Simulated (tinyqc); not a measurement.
Scattering of inversion-layer electrons by surface optical phonons of the gate insulator (remote phonon scattering): one step, computed by the program tinyqc. Command: `OMP_NUM_THREADS=1 python tinyqc.py 3112721 3112722 out.jsonl sophonon walk`. One thread of a shared host (Intel(R) Xeon(R) Processor @ 2.30GHz), about 0.02 s of CPU time with the checks.

One subband with the Fang-Howard envelope; insulator and channel are half-spaces, the gate is far away, and an interlayer only moves the polar surface away by t (its own modes and its permittivity contrast are left out).

Task: Surface modes and strengths. eps(w) = eps_inf + (eps_0s - eps_i) w1^2/(w1^2 - w^2) + (eps_i - eps_inf) w2^2/(w2^2 - w^2). Surface modes solve eps(w) + eps_s = 0, a quadratic in w^2; the strength of a mode is g = 2/(w d eps/dw). Occupation N = 1/(exp(hbar w/(k_B T)) - 1).

Inputs (values chosen for the exercise, modelled on SiO2 on germanium):
```
quantity                                 value  unit
static constant of the insulator eps_0s   3.88     -
intermediate constant eps_i               3.03     -
optical constant eps_inf                  2.48     -
hbar omega_TO1                            57.1   meV
hbar omega_TO2                             141   meV
constant of the channel eps_s             16.2     -
temperature T                              400     K
```

Constants: k_B = 8.617333262e-05 eV/K.

Give: hbar omega_SO; strengths g; occupations N; hbar omega g (2 N + 1).

Result:

hbar omega_SO (meV): 1 58.3, 2 143.1

strengths g: 1 0.002175, 2 0.001557

occupations N: 1 0.2256, 2 0.0160

hbar omega g (2 N + 1) (meV): 1 0.1842, 2 0.2299

The lower mode has the larger hbar omega g N, the prefactor of absorption before the dependence on q: 0.0286 and 0.00356 meV.
